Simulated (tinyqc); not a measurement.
What moves the results: polar nitride quantum well with polarisation fields. A value that a table varies takes the place of the one given here.

Growth along [0001]. e_par = (a_sub - a)/a, Ppz = 2 e_par (e31 - e33 C13/C33), P = Psp + Ppz in each layer; strain relaxation and the strain shift of the gaps are left out, although thick layers with more than about 1 % mismatch would relax.

In a periodic stack without free charge the potential drop over a period vanishes: F_w = (P_b - P_w) Lb/(eps0 (eps_w Lb + eps_b Lw)), F_b = -F_w Lw/Lb, eps0 = 8.8541878e-12 F/m; 1 MV/cm = 1e8 V/m = 0.01 V/angstrom.

Envelope functions on cells of 0.25 angstrom over barrier, well, barrier (widths Lb, Lw, Lb), psi = 0 beyond, psi'/m continuous (mean mass between points), c = hbar^2/2m0. With u(z) the integral of e F (F_w in the well, F_b = -F_w Lw/Lb in the barriers, 1 MV/cm = 0.01 V/angstrom), zero at the centre of the well, the electron sees u plus Vc in the barriers and the hole -u plus Vv. The transition is Eg + E_e + E_h; excitons are left out.

Constants: hbar^2/2m0 = 3.80998211 eV angstrom^2; hc = 1239.841984 eV nm.

Inputs chosen for the exercise (near those of an InGaN well in GaN; shifted at random, so the results belong to these values and not to a real crystal):
```
symbol  value                         unit      meaning
a_w     3.278                         angstrom  lattice constant a, well
a_b     3.189                         angstrom  lattice constant a, barrier
a_sub   3.189                         angstrom  in-plane lattice constant of the stack
Psp_w   -0.0297                       C/m^2     spontaneous polarisation
Psp_b   -0.0337                       C/m^2     spontaneous polarisation
e31_w   -0.369                        C/m^2
e31_b   -0.328                        C/m^2
e33_w   0.679                         C/m^2
e33_b   0.642                         C/m^2
C_w     0.295                                   C13/C33
C_b     0.274                                   C13/C33
eps_w   11.6                                    dielectric constant
eps_b   10.4                                    dielectric constant
Lb      45                            angstrom  barrier width
Eg      2.49                          eV        gap of the well
Vc      0.646                         eV        conduction offset
Vv      0.304                         eV        valence offset
me      0.168                         m0        electron, well
meb     0.2                           m0        electron, barrier
mh      1.8                           m0        hole, everywhere
Ls      (10, 15, 20, 25, 30, 40, 50)  angstrom  well widths
Lw      45                            angstrom  well width
```

## Width of the well

Field, levels and overlap anew for each width.

Results:
```
Lw (angstrom),F_w (MV/cm),E (eV),E without field (eV),overlap^2,ln overlap^2
10,-2.835,2.9204,2.9590,0.704,-0.35
15,-2.617,2.7342,2.8120,0.561,-0.58
20,-2.431,2.5958,2.7226,0.364,-1.01
25,-2.269,2.4854,2.6653,0.205,-1.58
30,-2.128,2.3928,2.6266,0.103,-2.27
40,-1.892,2.2409,2.5795,0.0193,-3.95
50,-1.703,2.1185,2.5531,0.00267,-5.93
```

How do the results move?

The red shift grows from 39 to 435 meV. The line drops below Eg between 20 and 25 angstrom, which a square well can never do. Over the last two rows dE/dLw = -12.2 meV per angstrom, against -|e F_w| = -17.0 in the last row; the field itself weakens by 40 % over the table, since a wider well shares the drop with the barrier. The overlap falls by a factor 264.

## Screening the field

F_w = -1.7924 MV/cm

Carriers or a semipolar orientation reduce the field; here it is simply scaled in well and barrier.

Results:
```
share of the field,F_w (MV/cm),E (eV),nm,overlap^2,separation (angstrom)
1.0,-1.792,2.1766,569.6,0.0074,30.4
0.8,-1.434,2.2798,543.8,0.018,28.5
0.6,-1.075,2.3755,521.9,0.049,25.9
0.4,-0.717,2.4606,503.9,0.13,22.1
0.2,-0.358,2.5293,490.2,0.39,16.1
0.0,0.000,2.5646,483.4,0.98,0.0
```

What does this show?

Full screening shifts the line by -86.2 nm (+388 meV). The first fifth of the screening gives 103 meV and the last fifth 35 meV; a purely quadratic shift would give a ratio of 9, a linear one 1, and here it is 2.9.

## What each parameter does

Polarisation, field, levels and overlap anew. Each row changes one parameter from the base and keeps the others.

Results:
```
case,F_w (MV/cm),E (eV),overlap^2,red shift (meV)
base,-1.792,2.1766,0.0074,388
Lw = 50 angstrom,-1.703,2.1185,0.0027,435
Lb = 30 angstrom,-1.450,2.2776,0.018,287
a_sub = 3.179 angstrom,-1.808,2.1719,0.0071,393
Psp_b = -0.0371 C/m^2,-1.967,2.1243,0.0048,440
e33_w = 0.747 C/m^2,-1.848,2.1600,0.0064,405
eps_w = 12.8,-1.700,2.2039,0.0093,361
mh = 1.26 m0,-1.792,2.1931,0.010,375
Vc = 0.549 eV,-1.792,2.1675,0.0065,395
```

How do the results move?

The largest shifts from the base row, up to three for each result and ties (the steps differ in size, so this ranks the rows, not the parameters). F_w (MV/cm): Lb +0.343, Psp_b -0.175, eps_w +0.093; unchanged at the printed digits by mh and Vc. E (eV): Lb +0.1010, Lw -0.0582, Psp_b -0.0523. overlap^2: Lb +0.0110, Lw -0.00474, mh +0.00310. red shift (meV): Lb -101, Psp_b +52, Lw +47.

Program tinyqc; command `OMP_NUM_THREADS=1 python tinyqc.py 1280582 1280583 out.jsonl`; about 0.06 s on one thread of a shared Intel(R) Xeon(R) Processor @ 2.30GHz.
